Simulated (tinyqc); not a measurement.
# Resistance of a tapered via with liner, size effect and interface: effects of single changes

A round via whose diameter grows from db at the bottom as D(z) = db + 2 z/tan(ang). The fill, of diameter D - 2 tl, starts above the bottom liner (thickness fb tl) and has rho = rho0 (1 + ks lam/(D - 2 tl)); the sidewall liner conducts in parallel with it. The bottom liner and the interface are crossed over the full area pi db^2/4. Spreading in the lines above and below is left out.

Inputs (values chosen for the exercise); fill metal close to ruthenium:
```
symbol,value,unit,meaning
db,10,nm,diameter at the bottom
hv,36,nm,height
ang,89,degrees,sidewall angle
rho0,7.77,uohm cm,bulk resistivity of the fill
lam,6.46,nm,mean free path of the fill
ks,0.7,,size-effect factor
tl,0.5,nm,liner on the sidewall
fb,0.5,,liner at the bottom over that on the sidewall
rl,270,uohm cm,resistivity of the liner
ri,1e-12,ohm cm^2,interface resistivity at the bottom
Sb,1.5e15,S/m^2,"ballistic conductance per area, about 3/(4 rho0 lam)"
rho2,5.29,uohm cm,bulk resistivity of the second fill (close to molybdenum)
lam2,11.2,nm,its mean free path
tl2,0,nm,its liner
```

Each table varies one quantity; the others keep the values above.

## Via resistance against the diameter at the bottom

Slices between z0 = fb tl and hv, evaluated at their midpoints: conductance per length pi/4 [(D - 2 tl)^2/rho + (D^2 - (D - 2 tl)^2)/rl], slice resistance = slice height over that. 2000 slices. R_fill = sum of the slices; R_bottom = rl fb tl/(pi db^2/4); R_interface = ri/(pi db^2/4); ballistic (Sharvin) limit 1/(Sb pi (db - 2 tl)^2/4); ideal cylinder rho0 hv/(pi db^2/4).

Results:
```
db (nm)	R_fill (ohm)	R_bottom (ohm)	R_interface (ohm)	R (ohm)	ballistic limit (ohm)	R over ideal cylinder	largest part
6	200.5	23.87	3.537	227.9	33.95	2.303	fill
8.3	87.92	12.48	1.848	102.2	15.93	1.978	fill
11	44.43	7.103	1.052	52.58	8.488	1.786	fill
22	9.116	1.776	0.2631	11.16	1.925	1.516	fill
30	4.634	0.9549	0.1415	5.731	1.009	1.448	fill
42	2.259	0.4872	0.07218	2.819	0.5050	1.396	fill
58	1.147	0.2555	0.03785	1.441	0.2613	1.361	fill
80	0.5890	0.1343	0.01989	0.7432	0.1360	1.335	fill
```

Estimate the missing row, db = 16 nm.

Computed row:
```
db (nm)	R_fill (ohm)	R_bottom (ohm)	R_interface (ohm)	R (ohm)	ballistic limit (ohm)	R over ideal cylinder	largest part
16	18.60	3.357	0.4974	22.46	3.773	1.614	fill
```

With this row back in the table: R falls from 228 to 0.743 ohm. The fill is the largest part at db = 6 and in all other rows. R goes as db^(-2.47) between the first two rows and db^(-2.06) between the last two; area alone gives -2.

## Via resistance against the height

Same model as above.

2000 slices.

The same in every row: R_bottom (ohm) = 8.594; R_interface (ohm) = 1.273; ballistic limit (ohm) = 10.48.

Result of one run:
```
hv (nm)	R_fill (ohm)	R (ohm)	R over ideal cylinder	largest part
6	10.16	20.03	3.374	fill
```

What becomes of these results when the height hv is changed from 6 to 55 nm, all else the same?

Result of the changed run:
```
hv (nm)	R_fill (ohm)	R (ohm)	R over ideal cylinder	largest part
55	79.57	89.43	1.644	fill
```

The whole series:
```
hv (nm)	R_fill (ohm)	R (ohm)	R over ideal cylinder	largest part
6	10.16	20.03	3.374	fill
8.7	14.75	24.62	2.861	fill
13	21.86	31.72	2.467	fill
18	29.79	39.66	2.227	fill
26	41.82	51.69	2.009	fill
38	58.47	68.34	1.818	fill
55	79.57	89.43	1.644	fill
80	106.2	116.1	1.467	fill
```

R rises from 20.0 to 116 ohm. The fill is the largest part at hv = 6 and in all other rows. The share of the two bottom terms goes from 49.3 to 8.50 %. For hv = 6, 8.7 the ballistic limit exceeds half of R_fill, so the diffusive model understates R.

## Two fill metals against the diameter

2000 slices. R_fill = sum of the slices; R_bottom = rl fb tl/(pi db^2/4); R_interface = ri/(pi db^2/4). The second fill has rho2, lam2 and tl2 in place of rho0, lam and tl.

Result of one run:
```
db (nm)	R, first fill (ohm)	R, second fill (ohm)	ratio second/first
12	43.02	25.61	0.5953
```

What becomes of these results when the diameter at the bottom db is changed from 12 to 24 nm, all else the same?

Result of the changed run:
```
db (nm)	R, first fill (ohm)	R, second fill (ohm)	ratio second/first
24	9.241	5.495	0.5947
```

The whole series:
```
db (nm)	R, first fill (ohm)	R, second fill (ohm)	ratio second/first
6	227.9	125.7	0.5516
8.5	96.55	56.23	0.5824
12	43.02	25.61	0.5953
17	19.63	11.73	0.5977
24	9.241	5.495	0.5947
35	4.134	2.435	0.5891
49	2.044	1.193	0.5839
70	0.9776	0.5661	0.5791
100	0.4709	0.2709	0.5752
```

The ratio goes from 0.552 to 0.575. The second fill gives the lower R in every row.

tinyqc, about 0.01 s, one thread, Intel Xeon 2.30GHz (shared host): `OMP_NUM_THREADS=1 python tinyqc.py 2750053 2750054 out.jsonl`
